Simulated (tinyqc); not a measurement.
# Long-channel MOSFET, surface-potential model: effects of single changes

n-channel transistor on a uniformly doped p-type body, gradual-channel approximation, constant mobility, Boltzmann statistics, full ionisation. Potentials are counted from the neutral body; V is the electron quasi-Fermi potential, Vsb at the source and Vsb + Vds at the drain. Charges are magnitudes per area.

Values chosen for this exercise; material values close to those of silicon:
```
symbol,value,unit,meaning
T,300,K,temperature
Eg,1.1,eV,band gap
eps_r,11.6,,relative permittivity of the semiconductor
Nc,2.84e19,cm^-3,conduction-band density of states at T
Nv,2.69e19,cm^-3,valence-band density of states at T
Na,1.8e16,cm^-3,acceptor density of the body
eox,8.96,,relative permittivity of the gate insulator
tox,3.7,nm,insulator thickness
Vfb,-0.34,V,flat-band voltage
mu,570,cm^2/(V s),channel mobility
W,2,um,gate width
L,1,um,gate length
Vsb,0,V,source-body reverse bias
Vds,0.8,V,drain-source voltage
```

Constants: q = 1.602176634e-19 C, kB = 1.380649e-23 J/K, Vt = kB T/q, eps0 = 8.8541878128e-14 F/cm where lengths are in cm. Results are converted to the units shown.

Each table varies one quantity; the others keep the values above.

## Output curve

ni = sqrt(Nc Nv) exp(-Eg/(2 Vt)), Eg in volts; phiF = Vt ln(Na/ni); Cox = eps0 eox/tox; gamma = sqrt(2 q eps0 eps_r Na)/Cox. The surface potential psi at channel potential V solves Vgs + Vsb - Vfb - psi = gamma sqrt(G), G = psi - Vt + Vt exp((psi - 2 phiF - V)/Vt). Charge sheet: Qi = Cox gamma [sqrt(G) - sqrt(psi - Vt)]; I = mu (W/L) [integral of Qi dpsi from psi_0 to psi_L (drift) + Vt (Qi0 - QiL) (diffusion)], with psi_0 at V = Vsb and psi_L at V = Vsb + Vds. Pao-Sah: Qi(V) = (Cox gamma/2) integral from 3 Vt to psi of exp((u - 2 phiF - V)/Vt)/sqrt(G(u, V)) du, and I = mu (W/L) integral of Qi dV from Vsb to Vsb + Vds. Square law: VT = Vfb + 2 phiF + gamma sqrt(2 phiF + Vsb), m = 1 + gamma/(2 sqrt(2 phiF + Vsb)), I = mu Cox (W/L) [(Vgs - VT) v - m v^2/2] with v the smaller of Vds and (Vgs - VT)/m, and zero below VT.

In this table Vgs = 0.82 V.

Results:

| Vds (V) | psi_L (V) | QiL (nC/cm^2) | I, charge sheet (uA) | I, Pao-Sah (uA) | I, square law (uA) |
|---|---|---|---|---|---|
| 0.07 | 0.9703 | 331.9 | 28.80 | 31.56 | 63.84 |
| 0.14 | 1.023 | 217.5 | 48.57 | 53.59 | 115.5 |
| 0.21 | 1.069 | 116.9 | 60.33 | 66.94 | 154.8 |
| 0.28 | 1.104 | 40.95 | 65.70 | 73.08 | 182.0 |
| 0.43 | 1.122 | 0.3161 | 67.33 | 74.86 | 200.1 |
| 0.5 | 1.122 | 0.02123 | 67.34 | 74.87 | 200.1 |
| 0.57 | 1.122 | 0.001416 | 67.34 | 74.87 | 200.1 |
| 0.64 | 1.122 | 9.446e-5 | 67.34 | 74.87 | 200.1 |

Estimate the missing row, Vds = 0.36 V.

Computed row:

| Vds (V) | psi_L (V) | QiL (nC/cm^2) | I, charge sheet (uA) | I, Pao-Sah (uA) | I, square law (uA) |
|---|---|---|---|---|---|
| 0.36 | 1.120 | 4.312 | 67.21 | 74.74 | 198.0 |

With this row back in the table: The Pao-Sah current rises from 31.6 to 74.9 uA, while the charge at the drain end falls from 332 to 9.45e-5 nC/cm^2. The current first comes within 1 % of its last value at Vds = 0.36 V among the rows listed; the square law saturates at (Vgs - VT)/m = 0.400 V. Over the last two rows psi_L moves by less than 1 mV: the drain has lost hold of the surface potential, so the current no longer grows. In the last row the charge sheet is 10 % below Pao-Sah and the square law 2.67 times it. In every row the surface electron density at the source passes 0.3 Nc, where degeneracy and quantisation, left out here, matter.

## Transfer curve from weak to strong inversion

Same model as above.

gm = dI/dVgs of the charge-sheet current.

Transfer curve from weak to strong inversion:

| Vgs (V) | I, charge sheet (uA) | I, Pao-Sah (uA) | drift share (%) | gm/I (1/V) | I, square law (uA) |
|---|---|---|---|---|---|
| 0.21 | 2.115e-5 | 2.174e-5 | 6.312e-4 | 36.75 | 0 |
| 0.3 | 5.832e-4 | 5.971e-4 | 0.01744 | 36.95 | 0 |
| 0.39 | 0.01623 | 0.01659 | 0.4813 | 36.80 | 0 |
| 0.47 | 0.2785 | 0.2914 | 7.193 | 32.91 | 4.147 |
| 0.56 | 3.108 | 3.502 | 37.01 | 20.68 | 26.52 |
| 0.65 | 13.56 | 15.50 | 61.22 | 12.95 | 68.29 |
| 0.73 | 32.63 | 36.87 | 72.76 | 9.337 | 121.7 |
| 0.82 | 67.34 | 74.87 | 80.11 | 6.971 | 200.1 |
| 0.91 | 117.5 | 128.8 | 84.53 | 5.505 | 297.9 |

The charge-sheet current rises from 2.11e-5 to 118 uA. In the first row gm/I is 36.7 1/V, a swing of 62.7 mV a decade, against Vt ln 10 = 59.5 mV a decade for an ideal gate; in the last it is 5.50 1/V. Drift passes half of the current at Vgs = 0.65 V among the rows listed (VT = 0.411 V). The charge sheet departs most from Pao-Sah at Vgs = 0.65 V, where it is 13 % below it. In the last row the square law is 2.31 times Pao-Sah. For Vgs = 0.73 to 0.91 V the surface electron density at the source passes 0.3 Nc, where degeneracy and quantisation, left out here, matter.

Numbers from tinyqc (`OMP_NUM_THREADS=1 python tinyqc.py 2360119 2360120 out.jsonl`; about 0.07 s on one thread of a shared Intel Xeon 2.30GHz).
